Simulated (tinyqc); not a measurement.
Level and width from two currents at zero temperature.

Problem. In a resonant-tunnelling diode at zero temperature a sharp resonance at Er = E0 - alpha V between the emitter band edge and Ef carries J = K (pi/2) G Tp (Ef - Er), K = q^3 mw m0/(2 pi^2 hbar^3) (times 1e-4 for A/cm^2 per eV^2), with G its full width and Tp its peak transmission, G Tp taken as constant, and no back flow. Find G Tp and E0.

Parameters, values chosen for the exercise; masses and offsets close to those of GaN wells and AlGaN barriers:
```
symbol  value  unit                                               meaning
mw        0.2    m0                 mass in the well, spacer and contacts
Ef       0.12    eV  Fermi energy of both contacts above their band edges
alpha     0.5                               share of the bias at the well
```

Constants: q = 1.602176634e-19 C, hbar = 1.054571817e-34 J s, m0 = 9.1093837015e-31 kg. Results are converted to the units shown.

J at V = 0.22 and 0.38 V (kA/cm^2): 3894.4004  19472.002

Solution. J is linear in V: the slope gives G Tp, and the onset V0, where the line meets zero, gives E0 = Ef + alpha V0.

G Tp = 38.30 meV
E0 = 0.2100 eV

Computed by the program tinyqc: `OMP_NUM_THREADS=1 python tinyqc.py 2600049 2600050 out.jsonl`, one thread of a shared Intel Xeon 2.30GHz, about 0.08 s for the whole run.
